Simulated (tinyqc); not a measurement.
Approximations to the ground state: Holstein polaron on two sites. Computed by tinyqc, a small Python program. Command: `OMP_NUM_THREADS=1 python tinyqc.py 3004413 3004414 out.jsonl holstein walk`. One thread of a shared host (Intel(R) Xeon(R) Processor @ 2.30GHz), about 0.01 s of CPU time with the checks.

One electron on sites 1 and 2: H = -t (c1+ c2 + c2+ c1) + hbar omega sum_i b_i+ b_i - g hbar omega sum_i n_i (b_i + b_i+). The symmetric phonon shifts the energy by -g^2 hbar omega/2 and drops out; with b = (b_1 - b_2)/sqrt(2) there remains H = -t sigma_x + hbar omega b+ b - (g hbar omega/sqrt(2)) sigma_z (b + b+). Parity splits it into blocks p = +1 and -1 over phonon numbers n. Zero-point energies are left out. Weights Z refer to mode b alone; the displaced symmetric mode multiplies the full zero-phonon weight by exp(-g^2/2).

Inputs (values chosen for the exercise, for a model dimer): hopping t = 47 meV; phonon energy hbar omega = 145 meV; coupling g = 0.785.

Method:
- Polaron binding energy E_p = g^2 hbar omega; ratio E_p/t (the adiabatic potential has two wells when it exceeds 1); adiabaticity hbar omega/t.
- Block p: H_nn = n hbar omega - p t (-1)^n - g^2 hbar omega/2, H_(n,n+1) = -(g hbar omega/sqrt(2)) sqrt(n + 1).
- Use 60 levels in both blocks; Z = c_0^2 is the weight of n = 0 in the ground state c; the splitting is the lowest odd level less the lowest even one, which without coupling is the smaller of 2t and hbar omega; <sigma_x> = sum (-1)^n c_n^2 measures the kinetic energy.
- Second order: E = -t - E_p/2 - (E_p/2) hbar omega/(hbar omega + 2t). Lang-Firsov: E = -E_p - t exp(-g^2). Variable displacement: E(x) = -E_p/2 - t exp(-g^2 x^2) - (E_p/2)(2x - x^2), minimised over 0 <= x <= 1. Adiabatic, classical lattice: E = -E_p/2 - t for E_p < t, else -E_p - t^2/(2 E_p); it leaves out the change of zero-point energy.

E_p = 89.3526 meV

E_p/t = 1.90112

ground-state energy = -120.843 meV

hbar omega/t = 3.08511

splitting/(2t) = 0.504169

Ground-state energy (meV):
```
method                       E  E - exact
second order in g      -118.78      2.062
Lang-Firsov            -114.73      6.112
variable displacement  -120.13      0.714
adiabatic, classical   -101.71     19.130
```

best displacement x = 0.67051

Closest here is variable displacement (+0.71 meV), furthest adiabatic, classical (+19.13 meV), at hbar omega/t = 3.09 and E_p/t = 1.90. Lang-Firsov and variable displacement are variational and lie above the exact value. The Lang-Firsov narrowing exp(-g^2) = 0.54 compares with the exact splitting ratio 0.504.

Extremes, crossings and ranges named in words are read from the listed rows.
